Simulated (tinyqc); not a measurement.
Memristor with linear dopant drift: one step of the calculation.

A film of thickness D has a doped share x: R = Ron x + Roff (1 - x), i = v/R, dx/dt = k i F with k = mv Ron/D^2 and F = 1 (no window). The drive is v = V0 sin(2 pi f t). The model has no threshold and no heating.

Question. One Runge-Kutta step. Step h = 1/(12 f), from t = j h. With g(t, x) = dx/dt: k1 = g(t, x), k2 = g(t + h/2, x + h k1/2), k3 = g(t + h/2, x + h k2/2), k4 = g(t + h, x + h k3), x(new) = x + h (k1 + 2 k2 + 2 k3 + k4)/6.

Inputs (values chosen for the exercise): resistance of the fully doped film Ron = 500 ohm; resistance of the undoped film Roff = 40000 ohm; film thickness D = 10 nm; dopant mobility mv = 1.3e-14 m^2/(V s); amplitude V0 = 0.7 V; frequency f = 2.9 Hz.

x at step 1 = 0.23075841
j = 1

Find: k1..k4; x at step 2.

Answer.

k1..k4 (1/s): 0.737  1.056  1.062  1.328
x at step 2 = 0.2609

Computed by the program tinyqc: `OMP_NUM_THREADS=1 python tinyqc.py 2880038 2880039 out.jsonl`, one thread of a shared Intel Xeon 2.30GHz, about 0.1 s for the whole run.
